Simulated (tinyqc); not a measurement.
Strain, valley repopulation and piezoresistance in a many-valley conduction band: one step, computed by the program tinyqc.

Valleys are ellipsoids with mass m_l along the axis a and m_t across it, parabolic, with one constant relaxation time; strain shifts the valleys and leaves the masses alone. Currents are taken along [110], along the load, and along [001], across the load.

Problem. Mobility tensor and resistance change. Mobility tensor mu = e tau sum_v (n_v/n) [1/m_t + (1/m_l - 1/m_t) a a^T]; unstrained mu_0 = e tau (1/m_l + 2/m_t)/3; resistivity along d from the inverse tensor, rho_d = d.mu^-1.d/(n e), mobility along d = 1/(d.mu^-1.d); gauge pi_d = (rho_d/rho_0 - 1)/X.

Inputs (values chosen for the exercise, modelled on silicon):

| quantity | value | unit |
|---|---|---|
| longitudinal mass m_l | 0.891 | m_0 |
| transverse mass m_t | 0.187 | m_0 |
| relaxation time tau | 41 | fs |
| temperature T | 350 | K |

Valley axes: <100> (6 valleys in 3 pairs). Load: uniaxial [110].

share of the electrons (per pair): x 0.3954406, y 0.3954406, z 0.2091189

Constants: e = 1.602176634e-19 C; m_0 = 9.1093837015e-31 kg.

Give: mobility tensor; unstrained mobility mu_0; mobility along the first direction; mobility along the second direction; resistance change along the first direction; resistance change along the second direction.

Solution.

mobility tensor (cm^2/(V s)):
```
       x      y      z
x  265.1    0.0    0.0
y    0.0  265.1    0.0
z    0.0    0.0  321.9
```

unstrained mobility mu_0 = 284.1 cm^2/(V s)

mobility along the first direction = 265.1 cm^2/(V s)

mobility along the second direction = 321.9 cm^2/(V s)

resistance change along the first direction = 7.137 %

resistance change along the second direction = -11.76 %

The mobility lies between e tau/m_l = 80.9 and e tau/m_t = 386; the trace stays at 3 mu_0. Along the first direction the filled valleys present more of their heavy mass. Caution: shear strain also changes the transverse masses of <100> valleys, which this model leaves out.
